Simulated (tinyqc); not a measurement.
# Square on-chip spiral inductor, lumped pi model: effects of single changes

Outer diameter do = di + 2 n wd + 2 (n - 1) sp, mean da = (do + di)/2, fill p = (do - di)/(do + di), length l = 4 n da. L = 2.34 mu0 n^2 da/(1 + 2.75 p), mu0 = 4 pi 1e-7 H/m. Rs = rho l/(wd delta (1 - exp(-th/delta))), delta = sqrt(rho/(pi f mu0)). Cs = n wd^2 eps0 eo/hu across the coil. At each end Cox = l wd eps0 eo/(2 ho) leads to the substrate branch Rsi = 2 rs he/(l wd) in parallel with Csi = l wd eps0 11.7/(2 he). With one end grounded Y = 1/(Rs + i w L) + i w Cs + 1/[1/(i w Cox) + 1/(1/Rsi + i w Csi)], w = 2 pi f; Q = -Im Y/Re Y. Eddy currents in neighbouring turns and in the substrate are left out.

Parameters, values chosen for the exercise; values of the order met in silicon radio-frequency processes: number of turns n = 4.5; line width wd = 8 um; space between turns sp = 3 um; inner diameter di = 100 um; metal thickness th = 3.4 um; metal resistivity rho = 3 uohm cm; oxide below the coil ho = 8.8 um; oxide between coil and underpass hu = 1.3 um; relative permittivity of the oxide eo = 3; substrate resistivity rs = 100 ohm cm; effective spreading depth in the substrate he = 30 um; frequency f = 5.7 GHz.

Constants: eps0 = 8.8541878128e-12 F/m. Results are converted to the units shown.

Each table varies one quantity; the others keep the values above.

## Quality factor against frequency

Apparent inductance Im(1/Y)/w; share of the loss Re(substrate branch)/Re Y.

Quality factor against frequency:
```
f (GHz),Rs (ohm),w L/Rs,Q,apparent inductance (nH),loss in the substrate (%)
0.26,3.918,1.942,1.941,4.659,0.01307
0.42,4.224,2.910,2.904,4.662,0.06356
0.69,4.648,4.344,4.319,4.669,0.2921
1.1,5.184,6.210,6.108,4.684,0.9985
1.8,5.950,8.853,8.464,4.725,2.905
3,7.045,12.46,11.10,4.843,7.268
4.9,8.495,16.88,12.82,5.180,15.31
8,10.47,22.37,11.66,6.360,28.43
13,13.09,29.07,4.518,15.52,45.76
```

What does the table show?

Q goes from 1.94 through a maximum of 12.8 (at f = 4.9 GHz among the rows listed) to 4.52; the exact peak is 12.9 at 5.50 GHz and Q reaches zero at the self-resonance, 15.4 GHz. The share of the substrate rises from 0.0131 to 45.8 %, and the apparent inductance ends at 3.33 times L. At the peak the substrate takes 17.9 % of the loss. For f = 13 the coil is longer than 0.15 of a wavelength in the oxide, where one lumped section is rough.

## Effect of the substrate resistivity

Same model as above.

Peak Q and its frequency from a search over f; self-resonance where Im Y = 0; Q at the given f (negative beyond resonance).

The same in every row: L (nH) = 4.658; do (um) = 193.0.

Result of one run:
```
rs (ohm cm),peak Q,f of the peak (GHz),self-resonance (GHz),Q at f
1000,15.95,6.979,15.41,15.56
```

What becomes of these results when the substrate resistivity rs is changed from 1000 to 30 ohm cm, all else the same?

Result of the changed run:
```
rs (ohm cm),peak Q,f of the peak (GHz),self-resonance (GHz),Q at f
30,10.53,3.755,15.26,9.522
```

The whole series:
```
rs (ohm cm),peak Q,f of the peak (GHz),self-resonance (GHz),Q at f
0.1,14.13,5.560,12.00,14.12
1,13.19,4.827,12.05,12.83
3,12.15,4.149,12.43,10.80
10,10.83,3.478,14.31,8.373
30,10.53,3.755,15.26,9.522
100,12.91,5.505,15.40,12.90
1000,15.95,6.979,15.41,15.56
10000,16.43,7.195,15.41,15.89
```

As rs goes from 0.1 to 10000, L stays at 4.66 nH, the peak Q goes from 14.1 through a minimum of 10.5 (at rs = 30 among the rows listed) to 16.4, its frequency goes from 5.56 through a minimum of 3.48 (at rs = 10 among the rows listed) to 7.19 GHz and the self-resonance rises from 12.0 to 15.4 GHz. In this model both a very low and a very high resistivity dissipate little: the first shorts the branch to a pure Cox, the second blocks the current. For rs = 0.1, 1 eddy currents in the substrate, left out, would lower Q markedly.

Computed by the program tinyqc: `OMP_NUM_THREADS=1 python tinyqc.py 2302076 2302077 out.jsonl`, one thread of a shared Intel Xeon 2.30GHz, about 0.01 s for the whole run.
